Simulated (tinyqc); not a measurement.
Inside a calculation. Model: Deal-Grove kinetics of thermal oxidation of silicon. Computed by tinyqc, a small Python program that keeps every step. Command: `OMP_NUM_THREADS=1 python tinyqc.py 3029029 3029030 out.jsonl oxide walk`. One thread of a shared host (Intel(R) Xeon(R) Processor @ 2.30GHz), about 0.06 s of CPU time with the checks. Intermediate numbers are printed to about 7 digits and carried at full precision; extremes and crossings named in words are read from the listed rows.

Oxidant diffuses through the oxide and reacts at the interface, so that dx/dt = B/(A + 2x) for the oxide thickness x.

Inputs (values chosen for the exercise, close to those used for silicon):

| quantity | value | unit |
|---|---|---|
| prefactor B0 | 665 | um^2/h |
| activation energy E_B | 1.23 | eV |
| prefactor (B/A)0 | 3.77e+06 | um/h |
| activation energy E_A | 2.01 | eV |
| temperature T | 950 | C |
| oxidant pressure p | 0.1 | atm |
| pressure exponent m of B/A | 0.72 | - |
| initial oxide x_i | 0.1 | um |
| time t | 0.78 | h |
| ratio c of the extra rate to B/A | 4.1 | - |
| decay length L | 0.0062 | um |

Ambient: dry oxygen. Surface: (100). Extension: thin-film term.

Constants: k_B = 8.617333262e-05 eV/K.

## Rate constants

B = B0 p exp(-E_B/(k_B T)), B/A = (B/A)0 p^m exp(-E_A/(k_B T)), p in atm; A = B/(B/A). Temperatures in kelvin are T(C) + 273.15.

parabolic constant B = 5.686162e-04 um^2/h

linear constant B/A = 0.003753909 um/h

length A = 0.1514731 um

Reaction at the interface limits growth while x is well below A/2 = 0.0757 um, diffusion once x is well above it.

## Thickness after the oxidation

tau = (x_i^2 + A x_i)/B and x = (A/2) [sqrt(1 + 4 B (t + tau)/A^2) - 1], the root of x^2 + A x = B (t + tau). Silicon consumed is 0.44 times the oxide grown; the rate is B/(A + 2x).

tau = 44.22545 h

oxide thickness x = 0.1012574 um

silicon consumed = 5.532526e-04 um

final growth rate = 0.001606315 um/h

2x/A = 1.34: reaction and diffusion both resist, diffusion with a share 2x/(A + 2x) = 0.57.

## Full law against its linear and parabolic limits

Linear limit x = (B/A)(t + tau); parabolic limit x = sqrt(B (t + tau)).

Thickness (um):

| t (h) | full | linear limit | parabolic limit | 2x/A |
|---|---|---|---|---|
| 0.05 | 0.1000809 | 0.1662060 | 0.1586686 | 1.321434 |
| 0.1 | 0.1001617 | 0.1663937 | 0.1587582 | 1.322502 |
| 0.25 | 0.1004040 | 0.1669568 | 0.1590266 | 1.325701 |
| 0.5 | 0.1008071 | 0.1678953 | 0.1594729 | 1.331023 |
| 1 | 0.1016104 | 0.1697722 | 0.1603619 | 1.341630 |
| 2 | 0.1032064 | 0.1735261 | 0.1621251 | 1.362702 |
| 4 | 0.1063563 | 0.1810340 | 0.1655952 | 1.404293 |
| 8 | 0.1124980 | 0.1960496 | 0.1723260 | 1.485387 |
| 16 | 0.1242164 | 0.2260809 | 0.1850545 | 1.640112 |
| 32 | 0.1458014 | 0.2861434 | 0.2081899 | 1.925113 |

Both limits lie above the full result, since each drops one resistance. The linear law overshoots by 66 % in the first row and 96 % in the last, the parabolic law by 59 % and 43 %. The parabolic law is the better one in every row, as 2x/A stays above 1.24.

## A single trial Runge-Kutta step of the thin-film equation

With f(x) = B/(A + 2x) + c (B/A) exp(-x/L) and h = L/(4 f(x_i)): k1 = f(x_i), k2 = f(x_i + h k1/2), k3 = f(x_i + h k2/2), k4 = f(x_i + h k3), x = x_i + h (k1 + 2 k2 + 2 k3 + k4)/6.

step h = 0.9580852 h

k1 to k4 (um/h): 0.001617810  0.001610707  0.001610738  0.001603727

x after the step = 0.1015432 um

## Thickness with the thin-film term

Thin-film (Massoud) form: dx/dt = B/(A + 2x) + c (B/A) exp(-x/L), integrated from x_i by fourth-order Runge-Kutta in 2000 steps, the i-th of length (2 i - 1) t/2000^2.

thickness with the thin-film term = 0.1012574 um

The extra term adds 1.07e-6 nm to the Deal-Grove value.

## What the thin-film term adds

The formulas are those given above.

Thickness:

| t (h) | Deal-Grove (um) | with the term (um) | difference (nm) |
|---|---|---|---|
| 0.02 | 0.1000324 | 0.1000324 | 3.036532e-08 |
| 0.05 | 0.1000809 | 0.1000809 | 7.560633e-08 |
| 0.1 | 0.1001617 | 0.1001617 | 1.501985e-07 |
| 0.3 | 0.1004847 | 0.1004847 | 4.386938e-07 |
| 1 | 0.1016104 | 0.1016104 | 1.334105e-06 |
| 3 | 0.1047882 | 0.1047882 | 3.129078e-06 |
| 10 | 0.1154950 | 0.1154950 | 5.196671e-06 |
| 30 | 0.1432197 | 0.1432197 | 5.017440e-06 |

The gain reaches at most 5.20e-6 nm among these rows, at 10 h, and then shrinks, because the thicker film grows more slowly once diffusion matters. If the base rate kept its starting value B/(A + 2 x_i), the gain would level off at L ln(1 + c (1 + 2 x_i/A) exp(-x_i/L)) = 5.83e-6 nm.

Checks made by the program: closed form against Runge-Kutta integration of dx/dt (relative difference below 1e-10).
